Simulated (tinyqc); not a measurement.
Thin-film optics by transfer matrices: one step. Angles, admittances and phases. Three cases, with inputs chosen for the exercise.

Problem. Form cos theta_j, y_j and delta_j.

Indices N = n + i k. Snell: N0 sin(theta) = N_j sin(theta_j), with Im(N_j cos theta_j) >= 0. Admittance y_j = N_j cos theta_j for s and N_j/cos theta_j for p. Phase delta_j = 2 pi N_j cos theta_j d_j/lambda. Layer matrix [[cos delta, -i sin delta/y], [-i y sin delta, cos delta]], multiplied from the top down to M. (B, C) = M (1, y_sub); r = (y0 B - C)/(y0 B + C), R = |r|^2, T = 4 Re y0 Re y_sub/|y0 B + C|^2, absorbed in the films 1 - R - T.

Case 1.

Values chosen (indices near those of Si3N4, SiO2 on polySi; shifted at random, so the results belong to these values and not to a real crystal): lam = 633 nm (vacuum wavelength); n0 = 1 (ambient index); n = (2.047, 1.486, 3.942) (n of Si3N4, SiO2, substrate); k = (0, 0, 0.039) (k in the same order); d = (38, 181) nm (thicknesses, top first); theta = 65 degrees (angle of incidence); pol = s (polarisation).

Case 2.

Values chosen (indices near those of resist on Al; shifted at random, so the results belong to these values and not to a real crystal): lam = 633 nm (vacuum wavelength); n0 = 1 (ambient index); n = (1.618, 1.386) (n of resist, substrate); k = (0, 7.415) (k in the same order); d = (114) nm (thicknesses, top first); theta = 45 degrees (angle of incidence); pol = p (polarisation).

Case 3.

Values chosen (indices near those of Si3N4 on Si; shifted at random, so the results belong to these values and not to a real crystal): lam = 248 nm (vacuum wavelength); n0 = 1 (ambient index); n = (2.29, 1.573) (n of Si3N4, substrate); k = (0.005, 3.659) (k in the same order); d = (48.4) nm (thicknesses, top first); theta = 0 degrees (angle of incidence); pol = s (polarisation).

Give: cos theta_j; y_j; delta_j.

Solution.

Case 1.

cos theta_j: ambient 0.4226, film 1 0.8966, film 2 0.7925, substrate 0.9732+0.0005i

y_j: ambient 0.4226, film 1 1.8354, film 2 1.1776, substrate 3.8364+0.0401i

delta_j (rad): film 1 0.6923, film 2 2.1157

Case 2.

cos theta_j: ambient 0.7071, film 1 0.8994, substrate 1.0041+0.0016i

y_j: ambient 1.4142, film 1 1.7989, substrate 1.3920+7.3826i

delta_j (rad): film 1 1.6468

Case 3.

cos theta_j: ambient 1.0000, film 1 1.0000, substrate 1.0000

y_j: ambient 1.0000, film 1 2.2900+0.0050i, substrate 1.5730+3.6590i

delta_j (rad): film 1 2.8081+0.0061i

Computed by tinyqc, one run a case: `OMP_NUM_THREADS=1 python tinyqc.py N N+1 out.jsonl` with N = 1651103, 1651475, 1651567; one thread of a shared Intel(R) Xeon(R) Processor @ 2.30GHz, about 0.02 s a run at most.
